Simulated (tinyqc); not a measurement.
Inside a calculation. Method: Hubbard chain of 3 sites. One step of it, computed by the program tinyqc.

Problem. The many-body Hamiltonian. Basis: all placements (u, d, 2, 0 on each site), up operators ordered before down ones; hops carry the sign of the same-spin electrons passed.

one-body matrix (hopping and site energies) (eV), lower triangle:
```
           1          2         3
1   0.000000
2  -1.570000   0.000000
3   0.000000  -1.570000  0.000000
```

U = 2.300000 eV

electrons, up and down: 2  2

Give: H.

Solution.

H (eV), lower triangle:
```
         220      2ud      u2d      2du      202      ud2      d2u      du2
220   4.6000
2ud  -1.5700   2.3000
u2d   0.0000  -1.5700   2.3000
2du  -1.5700   0.0000   0.0000   2.3000
202   0.0000  -1.5700   0.0000  -1.5700   4.6000
ud2   0.0000   0.0000  -1.5700   0.0000  -1.5700   2.3000
d2u   0.0000   0.0000   0.0000  -1.5700   0.0000   0.0000   2.3000
du2   0.0000   0.0000   0.0000   0.0000  -1.5700   0.0000  -1.5700   2.3000
022   0.0000   0.0000   0.0000   0.0000   0.0000  -1.5700   0.0000  -1.5700

        022
022  4.6000
```
